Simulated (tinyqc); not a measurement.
Charge neutrality of a doped semiconductor with incomplete ionisation: one step, computed by the program tinyqc.

Energies are counted from the top of the valence band; E_D is measured down from the conduction band and E_A up from the valence band.

Problem. Gap and effective densities of states. E_g = E_g0 - alpha T^2/(T + beta). N_c = 2 M_c (2 pi m_e k_B T/h^2)^(3/2) and N_v = 2 (2 pi m_h k_B T/h^2)^(3/2), masses in units of m_0. n_i = sqrt(N_c N_v) exp(-E_g/(2 k_B T)); E_i = E_g/2 + (k_B T/2) ln(N_v/N_c).

Inputs (values chosen for the exercise, modelled on ZnO):
```
quantity              value  unit
gap at 0 K E_g0        3.51    eV
Varshni alpha      0.000536  eV/K
Varshni beta            515     K
electron mass m_e     0.268   m_0
valleys M_c               1     -
hole mass m_h          0.78   m_0
temperature T           300     K
```

Doping: n-type. Statistics of the bands: Boltzmann.

Constants: m_0 = 9.1093837015e-31 kg; k_B = 1.380649e-23 J/K; h = 6.62607015e-34 J s; k_B = 8.617333262e-05 eV/K.

Give: gap E_g; N_c; N_v; k_B T; intrinsic density n_i; intrinsic level E_i.

Solution.

gap E_g = 3.4508 eV

N_c = 3.4816e+18 cm^-3

N_v = 1.7287e+19 cm^-3

k_B T = 0.025852 eV

intrinsic density n_i = 8.0208e-11 cm^-3

intrinsic level E_i = 1.7461 eV
